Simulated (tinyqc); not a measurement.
What moves the results: four-band model of biased bilayer graphene near K. A value that a table varies takes the place of the one given here.

Basis A1, B1, A2, B2, with B1 below A2; p = kx + i ky, v_j = (sqrt3/2) a g_j. Diagonal -U/2, -U/2, U/2, U/2; <A1|B1> = <A2|B2> = v0 p*, <B1|A2> = g1, <A1|B2> = v3 p, <A1|A2> = <B1|B2> = -v4 p*.

Inputs chosen for the exercise (near those used for Bernal bilayer graphene; shifted at random, so the results belong to these values and not to a real crystal):
- a = 2.46 angstrom (lattice constant)
- g0 = 2.74 eV (hopping in a layer)
- g1 = 0.358 eV (hopping of the dimer sites)
- g3 = 0 eV (skew hopping A1-B2)
- g4 = 0 eV (skew hopping A1-A2)
- U = 0.26 eV (potential difference of the layers)
- k = (-0.022, 0.019) 1/angstrom (wave vector from K)

## Gap against bias

Closed form for g3 = g4 = 0: gap U g1/sqrt(U^2 + g1^2), ring radius as (U/2 v0) sqrt((2 g1^2 + U^2)/(g1^2 + U^2)). Last column: lowest band 3 less highest band 2 of the full matrix on a polar grid, |k| = 0 to 0.08 in steps of 0.001 1/angstrom, angles 0, 15, 30, 45, 60 degrees.

Gap:

| U (eV) | gap (eV) | kg (1/angstrom) | gap/U | gap on the grid (eV) |
|---|---|---|---|---|
| 0.02 | 0.0200 | 0.0024 | 0.998 | 0.0200 |
| 0.05 | 0.0495 | 0.0060 | 0.990 | 0.0495 |
| 0.10 | 0.0963 | 0.0119 | 0.963 | 0.0963 |
| 0.15 | 0.1383 | 0.0175 | 0.922 | 0.1384 |
| 0.20 | 0.1746 | 0.0227 | 0.873 | 0.1746 |
| 0.30 | 0.2299 | 0.0324 | 0.766 | 0.2300 |
| 0.40 | 0.2668 | 0.0412 | 0.667 | 0.2668 |
| 0.60 | 0.3074 | 0.0577 | 0.512 | 0.3074 |

The gap follows U while U << g1 (ratio 0.990 at 0.05 eV) and bends towards g1 = 0.358 eV, reaching 0.307 eV at 0.6. Grid and formula agree within 0.03 meV. U is the screened difference, smaller than the applied field times the layer distance.

## From parabola to cone

U = 0, along kx. Parabola: v0^2 k^2/g1. Hyperbola: sqrt(g1^2/4 + v0^2 k^2) - g1/2. Then bands 3 and 2 of the full matrix for +kx and band 3 for -kx.

Energies (eV):

| k (1/angstrom) | parabola | hyperbola | band 3, +kx | band 2, +kx | band 3, -kx |
|---|---|---|---|---|---|
| 0.002 | 0.0004 | 0.0004 | 0.0004 | -0.0004 | 0.0004 |
| 0.005 | 0.0024 | 0.0024 | 0.0024 | -0.0024 | 0.0024 |
| 0.010 | 0.0095 | 0.0093 | 0.0093 | -0.0093 | 0.0093 |
| 0.020 | 0.0381 | 0.0347 | 0.0347 | -0.0347 | 0.0347 |
| 0.030 | 0.0857 | 0.0714 | 0.0714 | -0.0714 | 0.0714 |
| 0.050 | 0.2380 | 0.1634 | 0.1634 | -0.1634 | 0.1634 |
| 0.080 | 0.6092 | 0.3211 | 0.3211 | -0.3211 | 0.3211 |
| 0.120 | 1.3706 | 0.5440 | 0.5440 | -0.5440 | 0.5440 |

The parabola is 3 % above the hyperbola at 0.01 and a factor 2.52 at 0.12 1/angstrom, where the slope nears v0. With g3 = g4 = 0 the hyperbola is exact, the bands are isotropic and mirror images.

## What each parameter does

The four levels at k. Each row changes one parameter from the base and keeps the others.

Results:

| case | band 1 (eV) | band 2 (eV) | band 3 (eV) | band 4 (eV) |
|---|---|---|---|---|
| base | -0.4566 | -0.1052 | 0.1052 | 0.4566 |
| g0 = 2.877 eV | -0.4629 | -0.1055 | 0.1055 | 0.4629 |
| g1 = 0.3938 eV | -0.4845 | -0.1085 | 0.1085 | 0.4845 |
| g3 = 0.1 eV | -0.4570 | -0.1037 | 0.1037 | 0.4570 |
| g4 = 0.05 eV | -0.4585 | -0.1033 | 0.1071 | 0.4547 |
| U = 0.31 eV | -0.4687 | -0.1188 | 0.1188 | 0.4687 |

The largest shifts from the base row, up to three for each result and ties (the steps differ in size, so this ranks the rows, not the parameters). band 1 (eV): g1 -0.0279, U -0.0121, g0 -0.0063. band 2 (eV): U -0.0136, g1 -0.0033, g4 +0.0019. band 3 (eV): U +0.0136, g1 +0.0033, g4 +0.0019. band 4 (eV): g1 +0.0279, U +0.0121, g0 +0.0063. Only g4 breaks the mirror symmetry between the upper and lower bands.

Computed by tinyqc, a small Python program: `OMP_NUM_THREADS=1 python tinyqc.py 1480934 1480935 out.jsonl` (the numbers bound the seed that draws the inputs); one thread of a shared host (Intel(R) Xeon(R) Processor @ 2.30GHz), about 0.03 s for the whole set of steps.
